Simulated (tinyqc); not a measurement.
Lateral field, substrate current, probability of reaching the oxide barrier and hot-carrier lifetime of a silicon transistor (pseudo-two-dimensional and lucky-electron models). Changing the drain voltage V_D. Computed by tinyqc, a small Python program. Command: `OMP_NUM_THREADS=1 python tinyqc.py 3022316 3022317 out.jsonl hotcar sweep`. One thread of a shared host (Intel(R) Xeon(R) Processor @ 2.30GHz), about 0.01 s of CPU time with the checks.

Local-field models: a lucky carrier gains its energy at the peak field over a path free of collisions. Voltages are magnitudes.

Inputs (values chosen for the exercise, modelled on a silicon n-channel):
```
quantity                             value                      unit
channel length L                      1700                        nm
oxide thickness t                       32                        nm
junction depth x_j                     350                        nm
mobility mu                            320                cm^2/(V s)
saturation velocity v_s               0.83                  1e7 cm/s
threshold voltage V_T                 0.46                         V
gate voltage V_G                       3.7                         V
ionisation prefactor A_i           1.8e+06                      1/cm
ionisation field B_i                  1.76                     MV/cm
hot-carrier mean free path lambda      6.9                        nm
oxide barrier phi_b                    3.1                        eV
interface-trap threshold phi_it        3.8                        eV
lifetime constant H                   2000  s microampere/micrometre
```

Drain: abrupt.

Constants: eps_0 = 8.8541878128e-12 F/m.

Method:
- C_ox = 3.9 eps_0/t; F_sat = 2 v_s/mu; V_Dsat = V_ov F_sat L/(V_ov + F_sat L), V_ov = V_G - V_T; I_D/W = C_ox v_s (V_ov - V_Dsat).
- Scale length l = 0.22 t^(1/3) x_j^(1/2) (all in cm); F_m = sqrt(((V_D - V_Dsat)/l_e)^2 + F_sat^2), with l_e = l; length of the velocity-saturated region l_e ln((V_D - V_Dsat)/(l_e F_sat) + F_m/F_sat).
- Substrate current I_sub/I_D = (A_i/B_i)(V_D - V_Dsat) exp(-B_i/F_m); probability of reaching the oxide barrier exp(-phi_b/(e lambda F_m)); lifetime tau = (H/(I_D/W)) exp(phi_it/(e lambda F_m)).

One run for each value; columns: (1) drain voltage V_D (V); (2) lifetime tau (s); (3) substrate current I_sub/W (microampere/micrometre); (4) peak field F_m (kV/cm); (5) probability of reaching phi_b:
```
(1)          (2)         (3)     (4)         (5)
3.66  3.6317e+29  1.0375e-07   84.96  1.0832e-23
4.23  1.4170e+23  1.6709e-05  110.01  1.8318e-18
4.80  7.5159e+18  5.0739e-04  136.93  5.6325e-15
5.38  7.5336e+15  5.7108e-03  165.32  1.5748e-12
5.95  5.6650e+13  3.2413e-02  193.76  8.5077e-11
6.52  1.4354e+12  1.2162e-01  222.53  1.7061e-09
7.09  8.2789e+10  3.4423e-01  251.53  1.7489e-08
7.66  8.5216e+09  7.9785e-01  280.68  1.1177e-07
8.23  1.3371e+09  1.5974e+00  309.93  5.0642e-07
```

Over the rows, lifetime tau (s) falls from 3.63e29 to 1.34e9 (exponent d ln y / d ln x -100 between the first rows and -26 between the last); substrate current I_sub/W (microampere/micrometre) rises from 1.04e-7 to 1.60 (exponent d ln y / d ln x 35 between the first rows and 9.7 between the last); peak field F_m (kV/cm) rises from 85.0 to 310 (exponent d ln y / d ln x 1.8 between the first rows and 1.4 between the last).

Caution (rows 3.66): e V_D is below phi_b or phi_it, so the available energy, not the field, limits hot carriers, and the lucky-electron formulas overstate them.

Extremes, crossings and ranges named in words are read from the listed rows.
